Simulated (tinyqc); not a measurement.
CMOS latch-up, two-transistor model: one step of the calculation.

A parasitic pnp (emitter at Vdd, base shunted by Rw) and npn (emitter at ground, base shunted by Rs) feed each other: the npn collector current flows out of the pnp base node, the pnp collector current into the npn base node. Forward-active transistors with constant gains: Icn = Isn exp(Vn/Vt), Icp = Isp (exp(Vp/Vt) - 1). A current Ii is injected into the npn base node.

Problem. The off branch. Node equations: Vp/Rw + Icp/bp = Icn and Vn/Rs + Icn/bn = Icp + Ii. Loop gain G = gn gp/[(1/Rw + gp/bp)(1/Rs + gn/bn)], gn = Icn/Vt, gp = (Icp + Isp)/Vt; the off state ends where G = 1, and Ii there is the trigger current. For each Vn: Icn, then Vp from the first equation, then Ii from the second.

Inputs (values chosen for the exercise); values close to those of bulk CMOS:
```
symbol    value  unit                                meaning
T           325     K                            temperature
bn           11                      current gain of the npn
bp          2.6                      current gain of the pnp
Isn     3.1e-14     A     saturation current of the npn at T
Isp     2.2e-13     A     saturation current of the pnp at T
Rs           88   ohm  substrate resistance shunting the npn
Rw          670   ohm       well resistance shunting the pnp
Ii         7.49    mA    current injected into the substrate
```

Constants: q = 1.602176634e-19 C, kB = 1.380649e-23 J/K, Vt = kB T/q. Results are converted to the units shown.

```
point,Vn (V)
0,0.471
1,0.551
2,0.601
3,0.631
4,0.651
5,0.671
6,0.686
7,0.701
```

Give: Icn; Vp; Icp; Ii; G.

Solution.

```
point,Icn (mA),Vp (V),Icp (mA),Ii (mA),G
0,6.2397e-4,4.1806e-4,3.3086e-12,5.3523,1.0472e-11
1,0.010857,0.0072744,6.5251e-11,6.2624,2.3209e-10
2,0.064725,0.043366,8.1490e-10,6.8354,4.9438e-9
3,0.18892,0.12658,1.9976e-8,7.1876,2.7213e-7
4,0.38586,0.25852,2.2454e-6,7.4328,5.8667e-5
5,0.78807,0.52116,0.026554,7.6701,1.0319
6,1.3464,0.62484,1.0759,6.8420,7.2153
7,2.3003,0.65731,3.4299,4.7451,10.992
```

Ii peaks at 7.670 mA, at Vn = 0.6709 V where G = 1; beyond it the loop feeds itself.

Computed by the program tinyqc: `OMP_NUM_THREADS=1 python tinyqc.py 2670114 2670115 out.jsonl`, one thread of a shared Intel Xeon 2.30GHz, about 0.06 s for the whole run.
